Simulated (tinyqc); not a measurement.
Inside a calculation. Method: empirical pseudopotential in a few plane waves. Computed by tinyqc, a small Python program that keeps every step. Settings: plane-wave index or count = 15. Command: `OMP_NUM_THREADS=1 python tinyqc.py 20788 20789 out.jsonl` (the two numbers bound the seeds that draw the settings). One thread of a shared host (Intel(R) Xeon(R) Processor @ 2.60GHz), about 0.2 s of CPU time with the checks.

## Bloch Hamiltonian at k

Parameters chosen for this model: fcc lattice, atoms at +/- a/8 (1,1,1); form factors in rydberg at |G|^2 in units of (2 pi/a)^2:
```
parameter                 value      unit
a                      5.490000  angstrom
VS(3)                 -0.199000        Ry
VS(8)                  0.036000        Ry
VS(11)                 0.035000        Ry
VA(3)                  0.099000        Ry
VA(4)                  0.047000        Ry
VA(11)                 0.022000        Ry
hbar^2/2m (2 pi/a)^2   4.990430        eV
```

k point k (2 pi / a): 0.280000  0.500000  0.440000

Basis: the 15 shortest G (labels in 2 pi/a), the same at every k. H(G,G') = c |k + G|^2 delta + VS(|G-G'|^2) cos((G-G').tau) + i VA sin((G-G').tau), tau = a/8 (1,1,1); 1 Ry = 13.605693 eV.

H(k) at k (eV):
```
                     +0+0+0               -1-1-1               -1-1+1               -1+1-1
+0+0+0             2.605004   1.914515+0.952447i  -1.914515+0.952447i  -1.914515+0.952447i
-1-1-1   1.914515-0.952447i             5.399645   0.000000-0.639468i   0.000000-0.639468i
-1-1+1  -1.914515-0.952447i   0.000000+0.639468i            14.182802             0.489805
-1+1-1  -1.914515-0.952447i   0.000000+0.639468i             0.489805            15.380505
-1+1+1  -1.914515+0.952447i            -0.489805   0.000000+0.639468i   0.000000+0.639468i
+1-1-1  -1.914515-0.952447i   0.000000+0.639468i             0.489805             0.489805
+1-1+1  -1.914515+0.952447i            -0.489805   0.000000+0.639468i             0.000000
+1+1-1  -1.914515+0.952447i            -0.489805             0.000000   0.000000+0.639468i
+1+1+1   1.914515+0.952447i             0.000000            -0.489805            -0.489805
-2+0+0   0.000000-0.639468i  -1.914515+0.952447i  -1.914515-0.952447i  -1.914515-0.952447i
+0-2+0   0.000000-0.639468i  -1.914515+0.952447i  -1.914515-0.952447i   0.336724-0.211655i
+0+0-2   0.000000-0.639468i  -1.914515+0.952447i   0.336724-0.211655i  -1.914515-0.952447i
+0+0+2   0.000000+0.639468i  -0.336724-0.211655i   1.914515+0.952447i  -0.336724+0.211655i
+0+2+0   0.000000+0.639468i  -0.336724-0.211655i  -0.336724+0.211655i   1.914515+0.952447i
+2+0+0   0.000000+0.639468i  -0.336724-0.211655i  -0.336724+0.211655i  -0.336724+0.211655i

                     -1+1+1               +1-1-1               +1-1+1               +1+1-1
+0+0+0  -1.914515-0.952447i  -1.914515+0.952447i  -1.914515-0.952447i  -1.914515-0.952447i
-1-1-1            -0.489805   0.000000-0.639468i            -0.489805            -0.489805
-1-1+1   0.000000-0.639468i             0.489805   0.000000-0.639468i             0.000000
-1+1-1   0.000000-0.639468i             0.489805             0.000000   0.000000-0.639468i
-1+1+1            24.163662             0.000000             0.489805             0.489805
+1-1-1             0.000000            10.988927   0.000000-0.639468i   0.000000-0.639468i
+1-1+1             0.489805   0.000000+0.639468i            19.772084             0.489805
+1+1-1             0.489805   0.000000+0.639468i             0.489805            20.969787
+1+1+1   0.000000+0.639468i            -0.489805   0.000000+0.639468i   0.000000+0.639468i
-2+0+0   1.914515-0.952447i   0.336724-0.211655i  -0.336724-0.211655i  -0.336724-0.211655i
+0-2+0  -0.336724-0.211655i  -1.914515-0.952447i   1.914515-0.952447i  -0.336724-0.211655i
+0+0-2  -0.336724-0.211655i  -1.914515-0.952447i  -0.336724-0.211655i   1.914515-0.952447i
+0+0+2  -1.914515+0.952447i  -0.336724+0.211655i  -1.914515+0.952447i   0.336724+0.211655i
+0+2+0  -1.914515+0.952447i  -0.336724+0.211655i   0.336724+0.211655i  -1.914515+0.952447i
+2+0+0   0.336724+0.211655i   1.914515+0.952447i  -1.914515+0.952447i  -1.914515+0.952447i

                     +1+1+1               -2+0+0               +0-2+0               +0+0-2
+0+0+0   1.914515-0.952447i   0.000000+0.639468i   0.000000+0.639468i   0.000000+0.639468i
-1-1-1             0.000000  -1.914515-0.952447i  -1.914515-0.952447i  -1.914515-0.952447i
-1-1+1            -0.489805  -1.914515+0.952447i  -1.914515+0.952447i   0.336724+0.211655i
-1+1-1            -0.489805  -1.914515+0.952447i   0.336724+0.211655i  -1.914515+0.952447i
-1+1+1   0.000000-0.639468i   1.914515+0.952447i  -0.336724+0.211655i  -0.336724+0.211655i
+1-1-1            -0.489805   0.336724+0.211655i  -1.914515+0.952447i  -1.914515+0.952447i
+1-1+1   0.000000-0.639468i  -0.336724+0.211655i   1.914515+0.952447i  -0.336724+0.211655i
+1+1-1   0.000000-0.639468i  -0.336724+0.211655i  -0.336724+0.211655i   1.914515+0.952447i
+1+1+1            29.752944  -0.336724-0.211655i  -0.336724-0.211655i  -0.336724-0.211655i
-2+0+0  -0.336724+0.211655i            16.977443             0.489805             0.489805
+0-2+0  -0.336724+0.211655i             0.489805            12.585865             0.489805
+0+0-2  -0.336724+0.211655i             0.489805             0.489805            13.783568
+0+0+2  -1.914515-0.952447i            -0.489805            -0.489805             0.000000
+0+2+0  -1.914515-0.952447i            -0.489805             0.000000            -0.489805
+2+0+0  -1.914515-0.952447i             0.000000            -0.489805            -0.489805

                     +0+0+2               +0+2+0               +2+0+0
+0+0+0   0.000000-0.639468i   0.000000-0.639468i   0.000000-0.639468i
-1-1-1  -0.336724+0.211655i  -0.336724+0.211655i  -0.336724+0.211655i
-1-1+1   1.914515-0.952447i  -0.336724-0.211655i  -0.336724-0.211655i
-1+1-1  -0.336724-0.211655i   1.914515-0.952447i  -0.336724-0.211655i
-1+1+1  -1.914515-0.952447i  -1.914515-0.952447i   0.336724-0.211655i
+1-1-1  -0.336724-0.211655i  -0.336724-0.211655i   1.914515-0.952447i
+1-1+1  -1.914515-0.952447i   0.336724-0.211655i  -1.914515-0.952447i
+1+1-1   0.336724-0.211655i  -1.914515-0.952447i  -1.914515-0.952447i
+1+1+1  -1.914515+0.952447i  -1.914515+0.952447i  -1.914515+0.952447i
-2+0+0            -0.489805            -0.489805             0.000000
+0-2+0            -0.489805             0.000000            -0.489805
+0+0-2             0.000000            -0.489805            -0.489805
+0+0+2            31.349882             0.489805             0.489805
+0+2+0             0.489805            32.547585             0.489805
+2+0+0             0.489805             0.489805            28.156006
```

## Levels at k

Diagonalise the Hermitian matrix.

eigenvalues (eV): -1.036273  5.118937  9.377940  10.320126  13.370570  15.085214  15.655981  19.589640  20.102628  20.754437  23.602479  28.313721  30.191328  32.259787  35.909195

## Bands along a path

The same steps at evenly spaced points between the labelled ones.

Bands along the path (eV), lowest eight:
```
k            band 1     band 2     band 3     band 4     band 5     band 6     band 7     band 8
L         -0.705492   4.454390  10.426952  10.426952  12.480799  15.199470  15.199470  19.067461
L-G 0.25  -1.303416   5.379989  10.462990  10.462990  12.557641  15.303768  15.303768  19.269479
L-G 0.50  -2.024849   7.211232  10.737568  10.737568  12.964009  15.634949  15.634949  17.985656
L-G 0.75  -2.531960   9.505776  11.155780  11.155780  13.443327  15.326685  15.326685  15.663895
G         -2.709852  11.400832  11.400832  11.400832  12.753290  14.911555  14.911555  14.911555
G-X 0.25  -2.472291   9.614955  10.646163  10.646163  13.989058  14.639585  16.093263  16.093263
G-X 0.50  -1.789756   7.503325   9.569932   9.569932  12.816770  14.228836  18.154815  18.392735
G-X 0.75  -0.796326   5.657809   8.882729   8.882729  12.142274  12.708426  21.007941  21.007941
X          0.039917   4.595680   8.728051   8.728051  12.001392  12.215457  23.843683  23.843683
```

With 4 band(s) filled, the highest filled level on these points lies at G and the lowest empty one at X: a gap of 0.6006 eV, indirect. This holds for the small fixed basis; with all plane waves up to |k + G|^2 = 21 (2 pi/a)^2 the gap along the path is 0.50 eV.

## Convergence with the number of plane waves

Levels at G counted from the fourth one.

Levels (eV):
```
plane waves     level 1   level 5   level 8
9            -15.994259  1.278935  2.490755
15           -14.110683  1.352458  3.510723
27           -13.447193  1.185297  3.741222
51           -13.355032  1.155630  3.801030
59           -13.327127  1.179345  3.695426
65           -13.325043  1.179602  3.682554
89           -13.318077  1.178340  3.687220
```
